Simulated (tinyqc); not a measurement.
Worked calculation: carrier statistics of a doped semiconductor with parabolic bands. Values are carried at full precision from step to step, so a last printed digit may differ when a step is redone from the rounded ones.

Constants: kB = 8.617333262e-05 eV/K; hbar^2/2m0 = 3.80998211 eV angstrom^2.

Values chosen for the exercise (near those of GaSb; shifted at random, so the results belong to these values and not to a real crystal):
- Eg0 = 0.8086 eV (gap at 0 K)
- al = 0.000408 eV/K (Varshni alpha)
- be = 141 K (Varshni beta)
- T = 300 K
- ml = 0.0382 m0 (longitudinal electron mass)
- mt = 0.0382 m0 (transverse electron mass)
- Mv = 1 (equivalent valleys)
- mhh = 0.411 m0 (heavy-hole mass)
- mlh = 0.0502 m0 (light-hole mass)
- ND = 6.8e+12 1/cm^3 (donors)
- NA = 6.4e+14 1/cm^3 (acceptors)
- ED = 0.00292 eV (donor level below Ec)
- EA = 0.0133 eV (acceptor level above Ev)

## Gap and thermal energy

Eg(T) = Eg0 - al T^2/(T + be) (Varshni).

Eg = 0.72533 eV
kT = 0.025852 eV

The gap has shrunk by 83.3 meV from 0 K and is 28.1 kT wide.

## Effective densities of states

m_de = Mv^(2/3) (ml mt^2)^(1/3); m_dh = (mhh^(3/2) + mlh^(3/2))^(2/3); N = 2 (m kB T/(4 pi c))^(3/2) with c = hbar^2/2m0, in 1/angstrom^3; times 1e24 for 1/cm^3.

m_de = 0.0382 m0
m_dh = 0.4226 m0
Nc = 1.8736e+17 1/cm^3
Nv = 6.8943e+18 1/cm^3

The light holes supply 4.1 % of Nv, and Nc/Nv = 0.0272.

## Intrinsic density and level

With Boltzmann statistics ni = sqrt(Nc Nv) exp(-Eg/2kT) and Ei = Eg/2 + (kT/2) ln(Nv/Nc), counted from Ev.

ni = 9.18e+11 1/cm^3
Ei = 0.4093 eV

Ei lies 46.6 meV above midgap, towards the band with the smaller density of states.

## Neutrality by bisection

Energies are counted from Ev, so Ec = Eg. n = Nc F_1/2((EF - Eg)/kT), p = Nv F_1/2(-EF/kT), ND+ = ND/(1 + 2 exp((EF - Eg + ED)/kT)), NA- = NA/(1 + 4 exp((EA - EF)/kT)); neutrality asks p + ND+ = n + NA-. F_j(eta) = (1/Gamma(j + 1)) integral_0^infinity x^j dx/(1 + exp(x - eta)), which tends to exp(eta) for eta << 0.

Start from the bracket [-0.2 eV, Eg + 0.2 eV]; at the midpoint EF take the sign of p + ND+ - n - NA-; where it is positive EF must rise. Fourteen steps are shown.

Bisection (eV, 1/cm^3):
```
step       low     high       EF         n         p       ND+       NA-  sign
1     -0.20000  0.92533  0.36267  1.51e+11  5.57e+12  6.80e+12  6.40e+14     -
2     -0.20000  0.36267  0.08133  2.84e+06  2.92e+17  6.80e+12  4.97e+14     +
3      0.08133  0.36267  0.22200  6.56e+08  1.29e+15  6.80e+12  6.39e+14     +
4      0.22200  0.36267  0.29233  9.97e+09  8.46e+13  6.80e+12  6.40e+14     -
5      0.22200  0.29233  0.25717  2.56e+09  3.30e+14  6.80e+12  6.40e+14     -
6      0.22200  0.25717  0.23958  1.30e+09  6.51e+14  6.80e+12  6.40e+14     +
7      0.23958  0.25717  0.24838  1.82e+09  4.63e+14  6.80e+12  6.40e+14     -
8      0.23958  0.24838  0.24398  1.54e+09  5.49e+14  6.80e+12  6.40e+14     -
9      0.23958  0.24398  0.24178  1.41e+09  5.98e+14  6.80e+12  6.40e+14     -
10     0.23958  0.24178  0.24068  1.35e+09  6.24e+14  6.80e+12  6.40e+14     -
11     0.23958  0.24068  0.24013  1.32e+09  6.37e+14  6.80e+12  6.40e+14     +
12     0.24013  0.24068  0.24041  1.34e+09  6.31e+14  6.80e+12  6.40e+14     -
13     0.24013  0.24041  0.24027  1.33e+09  6.34e+14  6.80e+12  6.40e+14     +
14     0.24027  0.24041  0.24034  1.33e+09  6.32e+14  6.80e+12  6.40e+14     -
```

Each step halves the bracket, which is 0.137 meV wide at the last row.

## The neutral state

Solve the neutrality condition for EF to convergence.

EF = 0.2403 eV
n = 1.33e+09 1/cm^3
p = 6.33e+14 1/cm^3
ND+ = 6.80e+12 1/cm^3
NA- = 6.40e+14 1/cm^3

The material is p-type; 99.9 % of the acceptors are ionised. EF lies 9.30 kT inside the gap from the valence edge, so Boltzmann statistics would serve; n p/(Nc Nv exp(-Eg/kT)) = 1.000.

## Checks

- F_1/2(1) by the trapezoid rule against adaptive quadrature: both 1.575641.
- Positive against negative charge at the solution (1/cm^3): both 6.39609e+14.

Computed by tinyqc, a small Python program: `OMP_NUM_THREADS=1 python tinyqc.py 1650073 1650074 out.jsonl` (the numbers bound the seed that draws the inputs); one thread of a shared host (Intel(R) Xeon(R) Processor @ 2.30GHz), about 0.01 s for the whole set of steps.
